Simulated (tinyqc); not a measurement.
Worked calculation: Slater-Koster d bands of an fcc metal. Values are carried at full precision from step to step, so a last printed digit may differ when a step is redone from the rounded ones.

Slater-Koster d bands. For a bond with direction cosines (l, m, n) the 5 x 5 block is dds Ps + ddp Pp + ddd (1 - Ps - Pp), the projectors on sigma, pi and delta states about the bond; for instance <xy|xy> = 3 l^2 m^2 dds + (l^2 + m^2 - 4 l^2 m^2) ddp + (n^2 + l^2 m^2) ddd, <xy|yz> = 3 l m^2 n dds + l n (1 - 4 m^2) ddp + l n (m^2 - 1) ddd and <3z2-r2|3z2-r2> = (n^2 - (l^2 + m^2)/2)^2 dds + 3 n^2 (l^2 + m^2) ddp + (3/4)(l^2 + m^2)^2 ddd. H(k) sums the blocks times cos(k.R) over the neighbours; the d level is the zero of energy; k in 2 pi/a.

Inputs chosen for the exercise (of the size met in Ru; the results hold for these values, not for the real material):
- dds = -1.039 eV (dd sigma)
- ddp = 0.675 eV (dd pi)
- ddd = -0.114 eV (dd delta)
- Es = 4.4 eV (s level)
- sss = -0.78 eV (ss sigma)
- sds = -0.8 eV (sd sigma)
- k = (0.13, 0.27, 0.26) 2 pi/a (wave vector)
- Nd = 6 (d electrons per atom)

## The block of one bond

Direction (1,1,0)/sqrt2; its eigenvalues must be dds once, ddp twice and ddd twice.

block (eV):
```
             xy      yz      zx   x2-y2   3z2-r2
xy      -0.8077       0       0       0   0.4005
yz            0  0.2805  0.3945       0        0
zx            0  0.3945  0.2805       0        0
x2-y2         0       0       0  0.6750        0
3z2-r2   0.4005       0       0       0  -0.3453
```

## Levels at Gamma

Neighbours: twelve at (a/2)(1,1,0) and equivalents.

Summing the blocks at k = 0 gives E(t2g) = 3 dds + 4 ddp + 5 ddd, E(eg) = 1.5 dds + 6 ddp + 4.5 ddd.

levels (eV): t2g (threefold) -0.9870, eg (twofold) 1.9785

The t2g level lies lower, by 2.9655 eV.

## The Hamiltonian at one k

An s orbital at Es couples to nearest neighbours alone: <s|s> = sss, <s|xy> = sqrt3 l m sds (cyclic), <s|x2-y2> = (sqrt3/2)(l^2 - m^2) sds, <s|3z2-r2> = (n^2 - (l^2 + m^2)/2) sds.

Sum over the neighbours.

H(k) (eV):
```
              s       xy       yz       zx    x2-y2   3z2-r2
s       -0.8661   0.8256   1.5154   0.8023  -0.2432   0.1063
xy       0.8256  -0.7481  -0.4568  -0.8629        0  -0.4773
yz       1.5154  -0.4568  -0.0768  -0.4701  -0.7587   0.4380
zx       0.8023  -0.8629  -0.4701  -0.8410   0.4017   0.2319
x2-y2   -0.2432        0  -0.7587   0.4017   1.2487  -0.3102
3z2-r2   0.1063  -0.4773   0.4380   0.2319  -0.3102   0.9776
```

## Levels and character

Diagonalise H; t2g is xy, yz, zx and eg the other two.

levels (eV): -3.1764  -0.6978  -0.2524  0.5418  1.1036  2.1754

weights:
```
     band 1  band 2  band 3  band 4  band 5  band 6
s     0.378   0.130   0.000   0.393   0.004   0.095
t2g   0.622   0.788   0.762   0.300   0.240   0.288
eg    0.000   0.082   0.238   0.307   0.756   0.618
```

## Levels at points of symmetry

Coordinates: G (0, 0, 0), X (1, 0, 0), W (1, 0.5, 0), L (0.5, 0.5, 0.5), K (0.75, 0.75, 0); the others lie half way.

Levels (eV):
```
k        band 1  band 2  band 3  band 4  band 5  band 6
G        -4.960  -0.987  -0.987  -0.987   1.978   1.978
G-X 0.5  -3.231  -2.131   1.122   1.122   2.030   2.700
X        -5.525  -5.475   3.231   3.231   3.421   8.305
W        -2.700  -1.122  -1.122   0.989   3.231   7.912
L        -5.486  -1.326  -1.326   2.904   2.904   6.730
L-G 0.5  -3.737  -0.398  -0.398   1.386   1.683   1.683
K        -4.407  -2.348   1.263   1.860   2.841   7.739
```

On these points the bands run from -5.525 (X) to 8.305 eV (X).

## Second moment and the rectangular band

mu2 = z (dds^2 + 2 ddp^2 + 2 ddd^2)/5 per orbital, with z = 12. A rectangular band with the same mu2 has width W = sqrt(12 mu2), Fermi level W (Nd/10 - 1/2) and bond energy -W Nd (10 - Nd)/20 (Friedel).

mu2 = 4.8402 eV^2
W = 7.6212 eV
Fermi level = 0.7621 eV
bond energy per atom = -9.1454 eV

The bond energy is the attractive part alone; the repulsion between atoms, left out, cancels a large share of it in the cohesive energy.

## Checks

- Levels at Gamma from the formulas against H(0): they agree to 1e-10 or better.
- Second moment from the formula against the mean square level on the mesh: both 4.84023.

tinyqc: `OMP_NUM_THREADS=1 python tinyqc.py 1480218 1480219 out.jsonl`; about 0.03 s, one thread, shared Intel(R) Xeon(R) Processor @ 2.30GHz.
